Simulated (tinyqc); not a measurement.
Tight binding, honeycomb lattice, step by step. One step of it, computed by the program tinyqc.

Question. Bloch Hamiltonian at k. H_AB = -t1 (1 + exp(-i k.a1) + exp(-i k.a2)); H_AA = delta - 2 t2 sum cos(k.b + phi), H_BB = -delta - 2 t2 sum cos(k.b - phi), b = a1, a2 - a1, -a2.

Parameters chosen for this model:
```
parameter      value                        unit
t1          0.900000                 eV, nearest
t2                 0       eV, second neighbours
phi        -0.190000  rad, phase of t2 (Haldane)
delta       1.030000          eV, +/- on A and B
```

k point k (fractions of the reciprocal vectors): 0.410000  0.240000

Give: H(k) at k.

Answer.

H(k) at k (eV):
```
                 A                B
A           1.0300  -0.1966+1.3805i
B  -0.1966-1.3805i          -1.0300
```
